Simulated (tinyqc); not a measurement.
## Pelgrom slope, floor and doping from two device sizes

Question. s^2 = A^2/(L W) + s0^2, with s0 independent of size and A = (q/Cox) sqrt(Na Wd/3) from random dopants alone, Cox = 3.9 eps0/ti. Find A, s0 and Na.

Parameters, values chosen for the exercise:
- ti = 1.6 nm (oxide-equivalent thickness in inversion)

Constants: q = 1.602176634e-19 C, eps0 = 8.8541878128e-14 F/cm where lengths are in cm. Results are converted to the units shown.

s for gate areas 0.0044 and 0.071 um^2 (mV): [13.6734709, 3.56672167]
Wd = 27.8072212 nm

Solution. s^2 is linear in 1/area: slope A^2, intercept s0^2.

A = 0.9041 mV um
s0 = 1.100 mV
Na = 1.600e18 cm^-3

tinyqc, about 0.01 s, one thread, Intel Xeon 2.30GHz (shared host): `OMP_NUM_THREADS=1 python tinyqc.py 2090096 2090097 out.jsonl`
